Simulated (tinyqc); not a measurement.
Inside a calculation. Model: surface Green function of a chain with one s and one p orbital a site, Sancho-Rubio decimation.

Computed by the program tinyqc: `OMP_NUM_THREADS=1 python tinyqc.py 2680120 2680121 out.jsonl`, one thread of a shared Intel Xeon 2.30GHz, about 0.06 s for the whole run. Printed values are rounded.

A semi-infinite lead of cells 0, 1, 2, ... with H0 inside a cell and H1 = <cell i|H|cell i + 1>. H1 = [[-vss, vsp], [-vsp, vpp]]. z = E + i eta.

Values chosen for this exercise:
- es = -0.27 eV (s level)
- ep = 0.34 eV (p level)
- vss = 1 eV (s-s hopping (enters as -vss))
- vpp = 0.86 eV (p-p hopping (enters as +vpp))
- vsp = 0.63 eV (s-p hopping)
- E = 1.52 eV (energy)
- eta = 0.01 eV (broadening)

## The blocks

Read off from the list of hoppings.

H0 (eV):
```
       s     p
s  -0.27     0
p      0  0.34
```

H1 (eV):
```
       s     p
s     -1  0.63
p  -0.63  0.86
```

## Round 1: decimation

Start with e_s = e = H0, a = H1, b = H1^dagger. Each round: g = (z - e)^(-1); e_s <- e_s + a g b; e <- e + a g b + b g a; a <- a g a; b <- b g b (all with the old a, b). Round k joins cells 2^k apart.

g (1/eV):
```
                    s                   p
s  0.558642-0.003121i  0.000000+0.000000i
p  0.000000+0.000000i  0.847397-0.007181i
```

e_s after round 1 (eV):
```
                  s                 p
s  0.62497-0.00597i  0.81106-0.00586i
p  0.81106-0.00586i  1.18846-0.00655i
```

e after round 1 (eV):
```
                  s                 p
s  1.51995-0.01194i  0.00000+0.00000i
p  0.00000+0.00000i  2.03692-0.01310i
```

a after round 1 (eV):
```
                     s                   p
s   0.222310-0.000271i  0.107175-0.001925i
p  -0.107175+0.001925i  0.405010-0.004073i
```

b after round 1 (eV):
```
                    s                    p
s  0.222310-0.000271i  -0.107175+0.001925i
p  0.107175-0.001925i   0.405010-0.004073i
```

## Round 2: decimation

As before.

g (1/eV):
```
                 s                p
s  0.1098-45.5737i   0.0000+0.0000i
p   0.0000+0.0000i  -1.9307-0.0863i
```

e_s after round 2 (eV):
```
                  s                 p
s  0.60271-2.25851i  0.74537+1.07862i
p  0.74537+1.07862i  0.85397-0.53769i
```

e after round 2 (eV):
```
                  s                 p
s  1.47542-4.51701i  0.00000+0.00000i
p  0.00000+0.00000i  1.36794-1.07538i
```

a after round 2 (eV):
```
                  s                  p
s  0.02215-2.25215i  -0.10210-1.08727i
p  0.10210+1.08727i  -0.29941+0.51558i
```

b after round 2 (eV):
```
                   s                  p
s   0.02215-2.25215i   0.10210+1.08727i
p  -0.10210-1.08727i  -0.29941+0.51558i
```

## Round 3: decimation

As before.

g (1/eV):
```
                    s                   p
s  0.002175-0.220875i  0.000000+0.000000i
p  0.000000+0.000000i  0.126590-0.903598i
```

e_s after round 3 (eV):
```
                  s                 p
s  0.62193-0.05164i  1.02666+0.03721i
p  1.02666+0.03721i  0.59919-0.15829i
```

e after round 3 (eV):
```
                  s                 p
s  1.51387-0.10329i  0.00000+0.00000i
p  0.00000+0.00000i  0.85837-0.31659i
```

a after round 3 (eV):
```
                     s                    p
s  -0.085353+0.033112i   0.361560+0.042192i
p  -0.361560-0.042192i  -0.347766-0.139178i
```

b after round 3 (eV):
```
                     s                    p
s  -0.085353+0.033112i  -0.361560-0.042192i
p   0.361560+0.042192i  -0.347766-0.139178i
```

## Course of the decimation

Stop when the largest entry of a and b is below 1e-12 eV, or after 60 rounds. The last column is -Im Tr (z - e_s)^(-1)/pi. At the end g_s = (z - e_s)^(-1), and the bulk Green function is (z - e)^(-1).

Course of the iteration:
```
round  largest |a|, |b| (eV)  surface density of states (1/eV)
1                      0.405                          0.116417
2                       2.25                           1.36786
3                      0.375                           1.27933
4                       1.19                          0.329129
5                      0.329                          0.544495
6                      0.230                           1.13641
7                     0.0786                           1.06500
8                    9.89e-3                           1.05471
9                    1.79e-4                           1.05474
10                   5.55e-8                           1.05474
11                   < 1e-13                           1.05474
```

Converged in 11 rounds, which stand for 2^11 cells. E lies inside a band (2 open mode(s)), where only eta damps the waves, over about v/eta cells with v the group velocity in eV a cell.

## Self-energy, Dyson check and densities of states

converged surface Green function g_s (1/eV):
```
                   s                  p
s   0.27831-1.38312i  -0.52530-1.52085i
p  -0.52530-1.52085i  -0.11655-1.93045i
```

converged bulk Green function (1/eV):
```
                  s                  p
s  0.00953-2.10043i   0.00000+0.00000i
p  0.00000+0.00000i  -0.01558-1.49807i
```

Sigma = H1 g_s H1^dagger is what the lead adds to one more cell, and (z - H0 - Sigma)^(-1) must give g_s back. Densities of states: -Im of the diagonals over pi.

Sigma (eV):
```
                    s                   p
s  0.893920-0.233041i  0.772431-0.005725i
p  0.772431-0.005725i  0.593471-0.328727i
```

(z - H0 - Sigma)^(-1) (1/eV):
```
                   s                  p
s   0.27831-1.38312i  -0.52530-1.52085i
p  -0.52530-1.52085i  -0.11655-1.93045i
```

```
orbital  surface density of states (1/eV)  bulk density of states (1/eV)
s                                0.440260                       0.668588
p                                0.614482                       0.476849
```

The surface cell holds 1.05 states per eV against 1.15 for a bulk cell.
